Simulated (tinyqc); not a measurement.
Ferroelectric hysteresis, discrete Preisach model: two steps of the calculation.

16 bistable elements (j, k) switch to +1 when V reaches u_j and to -1 when V falls to -u_k, and keep their state between. P = Ps sum w_jk s_jk. All elements start at -1. No time dependence and no dielectric part.

Values chosen for this exercise:
- Ps = 11 uC/cm^2 (saturation polarisation)
- Vc = 1.9 V (mean coercive voltage)
- sg = 0.85 V (spread of the switching voltages)
- up = [0.5, 1.5, 2.5, 3.5] V (list of the u_j)
- cr = 0.8 (correlation of up and down voltages)

Problem 1. Weights. w_jk is proportional to exp[-(a_j^2 + a_k^2 - 2 cr a_j a_k)/(2 (1 - cr^2))], a_j = (u_j - Vc)/sg, and the weights sum to one.

Wanted: w.

Solution 1.

w:
```
	d=-0.5	d=-1.5	d=-2.5	d=-3.5
u=0.5	0.08240	0.03537	0.00032	0.00000
u=1.5	0.03537	0.32887	0.06542	0.00028
u=2.5	0.00032	0.06542	0.28199	0.02600
u=3.5	0.00000	0.00028	0.02600	0.05195
```

Problem 2. The voltage goes to 2 V. Rows with u_j <= V turn to +1; columns with V <= -u_k turn to -1; P = Ps sum w s.

states after step 2:
```
	d=-0.5	d=-1.5	d=-2.5	d=-3.5
u=0.5	-1	1	1	1
u=1.5	-1	1	1	1
u=2.5	-1	1	1	1
u=3.5	-1	-1	-1	-1
```

w:
```
	d=-0.5	d=-1.5	d=-2.5	d=-3.5
u=0.5	0.08239957	0.03536603	0.00032473	0.00000006
u=1.5	0.03536603	0.32887024	0.06542469	0.00027844
u=2.5	0.00032473	0.06542469	0.28199131	0.02600211
u=3.5	0.00000006	0.00027844	0.02600211	0.05194675
```

V = 2 V

Find: states after step 3; P after step 3.

Solution 2.

states after step 3:
```
	d=-0.5	d=-1.5	d=-2.5	d=-3.5
u=0.5	1	1	1	1
u=1.5	1	1	1	1
u=2.5	-1	1	1	1
u=3.5	-1	-1	-1	-1
```

P after step 3 = 9.2719 uC/cm^2

tinyqc, about 0.01 s, one thread, Intel Xeon 2.30GHz (shared host): `OMP_NUM_THREADS=1 python tinyqc.py 2860142 2860143 out.jsonl`
